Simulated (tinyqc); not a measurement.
MOS inversion layer, Poisson-Schroedinger loop: two steps of the calculation.

Electrons confined at an insulator interface at z = 0, treated as a hard wall; parabolic valleys, Hartree approximation, no image or exchange terms. The depletion charge lies far deeper than the electrons and gives a uniform field q Nd/(eps0 eps_r); the gate balances all charge. Energies are counted from the band edge at the interface.

Inputs (values chosen for the exercise); masses and permittivity close to those of silicon (100): temperature T = 300 K; relative permittivity eps_r = 11.5; in-plane density-of-states mass of set A md1 = 0.193 m0; in-plane density-of-states mass of set B md2 = 0.412 m0; sheet density of electrons Ns = 4.5e12 cm^-2; mixing factor a = 0.5.

Constants: q = 1.602176634e-19 C, kB = 1.380649e-23 J/K, hbar = 1.054571817e-34 J s, m0 = 9.1093837015e-31 kg, Vt = kB T/q, eps0 = 8.8541878128e-14 F/cm where lengths are in cm. Results are converted to the units shown.

Task 1. Fermi level and occupations. Level k holds N_k = D_k Vt ln(1 + exp((EF - E_k)/Vt)) with D = 2 md1 m0 q/(pi hbar^2) for the set A, D = 4 md2 m0 q/(pi hbar^2) for the set B per eV (spin included); EF is fixed by sum N_k = Ns.

levels (eV): A1 0.04488769, A2 0.07716659, B1 0.07707409, B2 0.13420271

Give: EF; N_k.

Result 1.

EF = 0.024406 eV
N_k (cm^-2): A1 1.5569e12, A2 5.0915e11, B1 2.1811e12, B2 2.5279e11

Task 2. Density, output potential and mixing. n_i = sum_k N_k |psi_k|^2 (converted to cm^-3). Hartree part by Gauss: on the interval before node i the electrons still beyond are S_i = Ns - hz sum_(j<i) n_j, and U_i = U_(i-1) + q S_i hz/(eps0 eps_r) in eV, U_0 = 0 at the interface. Mixing: U(new) = U + a (U(out) - U).

| node | z (nm) | self-consistent potential U at the start (eV) | \|psi\|^2 of A1 (1/nm) | \|psi\|^2 of A2 (1/nm) | \|psi\|^2 of B1 (1/nm) | \|psi\|^2 of B2 (1/nm) |
|---|---|---|---|---|---|---|
| 1 | 1 | 0 | 0.26820082 | 0.21883093 | 0.06341670 | 0.06077320 |
| 2 | 2 | 0 | 0.40772657 | 0.04301656 | 0.17929729 | 0.11827636 |
| 3 | 3 | 0 | 0.23115406 | 0.09436095 | 0.23900853 | 0.06583733 |
| 4 | 4 | 0 | 0.07428938 | 0.29917212 | 0.21616225 | 0.00238681 |
| 5 | 5 | 0 | 0.01586234 | 0.22895863 | 0.15015466 | 0.03185854 |
| 6 | 6 | 0 | 0.00244925 | 0.08925273 | 0.08513312 | 0.11991824 |
| 7 | 7 | 0 | 0.00028849 | 0.02203031 | 0.04083514 | 0.17814095 |
| 8 | 8 | 0 | 0.00002690 | 0.00382518 | 0.01696727 | 0.17165316 |
| 9 | 9 | 0 | 0.00000204 | 0.00049756 | 0.00620974 | 0.12437071 |
| 10 | 10 | 0 | 0.00000013 | 0.00005058 | 0.00202584 | 0.07239638 |
| 11 | 11 | 0 | 0.00000001 | 0.00000414 | 0.00059338 | 0.03496016 |
| 12 | 12 | 0 | 0.00000000 | 0.00000028 | 0.00015562 | 0.01407034 |
| 13 | 13 | 0 | 0.00000000 | 0.00000002 | 0.00003511 | 0.00449150 |
| 14 | 14 | 0 | 0.00000000 | 0.00000000 | 0.00000534 | 0.00086633 |

N_k (cm^-2): A1 1.5569468e12, A2 5.0915030e11, B1 2.1811151e12, B2 2.5278786e11

Wanted: n; U(out); U after round 1.

Result 2.

| node | n (1e19 cm^-3) | U(out) (eV) | U after round 1 (eV) |
|---|---|---|---|
| 1 | 0.6827 | 0.07081 | 0.03540 |
| 2 | 1.0777 | 0.13087 | 0.06544 |
| 3 | 0.9459 | 0.17398 | 0.08699 |
| 4 | 0.7401 | 0.20220 | 0.10110 |
| 5 | 0.4768 | 0.21878 | 0.10939 |
| 6 | 0.2653 | 0.22786 | 0.11393 |
| 7 | 0.1458 | 0.23276 | 0.11638 |
| 8 | 0.0824 | 0.23537 | 0.11769 |
| 9 | 0.0452 | 0.23669 | 0.11834 |
| 10 | 0.0227 | 0.23729 | 0.11864 |
| 11 | 0.0101 | 0.23753 | 0.11877 |
| 12 | 0.0039 | 0.23762 | 0.11881 |
| 13 | 0.0012 | 0.23764 | 0.11882 |
| 14 | 0.0002 | 0.23764 | 0.11882 |

tinyqc, about 1 s, one thread, Intel Xeon 2.30GHz (shared host): `OMP_NUM_THREADS=1 python tinyqc.py 2160047 2160048 out.jsonl`
